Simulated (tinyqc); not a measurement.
Worked calculation: Fermi-Dirac statistics of conduction electrons. Values are carried at full precision from step to step, so a last printed digit may differ when a step is redone from the rounded ones.

Constants: hbar^2/2m0 = 3.80998211 eV angstrom^2; kB = 8.617333262e-05 eV/K; e^2/(4 pi eps0) = 14.39964547 eV angstrom.

Inputs chosen for the exercise (near those of GaAs, lowest valleys alone; shifted at random, so the results belong to these values and not to a real crystal): m = 0.0676 m0 (density-of-states mass of the conduction band); T = 400 K; n = 8.1e+16 1/cm^3 (electron density); eps = 12.8 (static dielectric constant); alpha = 0.64 1/eV (non-parabolicity).

## Reduced density

N = 2 (m kB T/(4 pi c))^(3/2) with c = hbar^2/2m0, in 1/angstrom^3; times 1e24 for 1/cm^3; u = n/Nc.

kT = 0.034469 eV
Nc = 6.7905e+17 1/cm^3
u = n/Nc = 0.119285

## Reduced Fermi level by five rules

F_j(eta) = (1/Gamma(j + 1)) integral_0^infinity x^j dx/(1 + exp(x - eta)), which tends to exp(eta) for eta << 0.

With u = n/Nc: Boltzmann eta = ln u; Joyce-Dixon eta = ln u + u/sqrt(8) - 4.95009e-3 u^2 + 1.48386e-4 u^3 - 4.42563e-6 u^4; Nilsson eta = ln u/(1 - u^2) + v/(1 + (0.24 + 1.08 v)^-2) with v = (3 sqrt(pi) u/4)^(2/3); fully degenerate limit eta = v; exact: F_1/2(eta) = u.

Find eta = (EF - Ec)/kT by each rule.

eta: Boltzmann -2.126, Joyce-Dixon -2.084, Nilsson -2.088, degenerate 0.293, exact -2.084

Against the exact value the errors are Boltzmann -0.042, Joyce-Dixon 0.000, Nilsson -0.004, degenerate limit +2.377 (in kT).

## Exact eta by Newton steps

Solve ln F_1/2(eta) = ln u from the Boltzmann value; dF_1/2/d eta = F_-1/2, so the step is -ln(F_1/2/u) F_1/2/F_-1/2. Stop below 1e-9.

Newton steps:

| step | eta | F_1/2 | F_-1/2 | step taken |
|---|---|---|---|---|
| 1 | -2.126242 | 0.114557 | 0.110112 | 0.0421 |
| 2 | -2.084172 | 0.119281 | 0.114470 | 3.33e-05 |
| 3 | -2.084139 | 0.119285 | 0.114473 | 2.15e-11 |

Converged in 3 steps.

## Mean energy, Einstein relation and screening

eta = -2.08414

Mean kinetic energy <E> = (3/2) kT F_3/2/F_1/2; D/mu = (kT/e) F_1/2/F_-1/2; dn/dEF = (Nc/kT) F_-1/2; screening length L = (4 pi (e^2/(4 pi eps0)) (dn/dEF)/eps)^(-1/2), with dn/dEF in 1/(angstrom^3 eV) (1/cm^3 = 1e-24/angstrom^3).

F_-1/2, F_1/2, F_3/2: 0.1145  0.1193  0.1218

<E> = 52.79 meV
D/mu = 35.92 mV
dn/dEF = 2.255e+18 1/(cm^3 eV)
L = 177.1 angstrom

The gas is nearly non-degenerate. D/mu is 1.042 times kT/e and <E> is 1.021 times (3/2) kT; the Debye formula, with n/kT in place of dn/dEF, would give L = 173.5 angstrom.

## Fermi level in the non-parabolic band

Non-parabolic band E (1 + alpha E) = c k^2/m: n = Nc (2/sqrt(pi)) integral_0^infinity sqrt(x (1 + a x)) (1 + 2 a x) dx/(1 + exp(x - eta)) with a = alpha kT and eta = (EF - Ec)/kT; a = 0 gives n = Nc F_1/2(eta).

Solve for eta at the same n.

a = 0.02206
eta = -2.170
EF - Ec = -74.80 meV

The extra states lower EF by 2.96 meV against the parabolic band.

## Checks

- Non-parabolic integral at a = 0 against F_1/2(2): both 2.823721.
- F_1/2(40) against the Sommerfeld form (4/(3 sqrt(pi))) eta^(3/2) (1 + pi^2/(8 eta^2)): both 190.45.

Program tinyqc; command `OMP_NUM_THREADS=1 python tinyqc.py 1651013 1651014 out.jsonl`; about 0.01 s on one thread of a shared Intel(R) Xeon(R) Processor @ 2.30GHz.
